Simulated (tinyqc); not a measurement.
What the corrections do to the levels: formation energy of a charged point defect from supercell energies. Computed by tinyqc, a small Python program. Command: `OMP_NUM_THREADS=1 python tinyqc.py 3016079 3016080 out.jsonl formation walk`. One thread of a shared host (Intel(R) Xeon(R) Processor @ 2.30GHz), about 0.01 s of CPU time with the checks.

The host is a compound AB. Making the defect adds n_A = 1, n_B = 0 atoms to the cell. All total energies are inputs. E_F is counted from the valence-band maximum (VBM); x = 0 is A-rich and x = 1 B-rich growth.

Inputs (values chosen for the exercise, with gap and screening modelled on ZnSe):
```
quantity,value,unit
E_VBM of the host cell,1.518,eV
potential alignment dV,-0.13,eV
dielectric constant eps,9.07,-
cell length L,21.1,angstrom
mu_A of the pure element,-4.661,eV
formation enthalpy dH of AB,-2.35,eV
growth condition x,0.85,-
```

Defect: A interstitial. Supercell lattice: sc.

charge states q: [1, 0, -1]

E(defect, q) - E(host), in the order of q (eV): [-6.714, -4.376, -1.841]

Constants: e^2/(4 pi eps_0) = 14.39964548 eV angstrom.

Method:
- dmu_A = x dH and dmu_B = (1 - x) dH, so that dmu_A + dmu_B = dH; mu = mu(element) + dmu.
- The reservoir term is sum n_i mu_i.
- Image-charge correction of a point charge in a neutralising background: E_corr = q^2 alpha e^2/(4 pi eps_0) / (2 eps L), alpha = 2.837297 for a sc array with L the cube root of the volume.
- E_f(q, E_F) = [E(defect, q) - E(host)] - sum n_i mu_i + q (E_VBM + dV + E_F) + E_corr(q).
- Levels eps(q/q-1) with the terms q dV and E_corr left out or kept.

E_f(q, 0) (eV): (q=+1) 1.43924, (q=0) 2.28250, (q=-1) 3.53624

E_corr (eV): (q=+1) 0.106742, (q=0) 0.000000, (q=-1) 0.106742

Levels above the VBM (eV):
```
level,raw,with alignment,with image charge,with both
(+1/0),0.820,0.950,0.7133,0.8433
(0/-1),1.017,1.147,1.1237,1.2537
```

What does the comparison show, and why?

Alignment moves every level by -dV = +0.130 eV. The image term moves eps(q/q-1) by (1 - 2q) E_corr(1): (+1/0) by -0.107, (0/-1) by +0.107 eV, donor levels down and acceptor levels up. It adds 2 E_corr(1) = 0.213 eV to every U.

Extremes, crossings and ranges named in words are read from the listed rows.
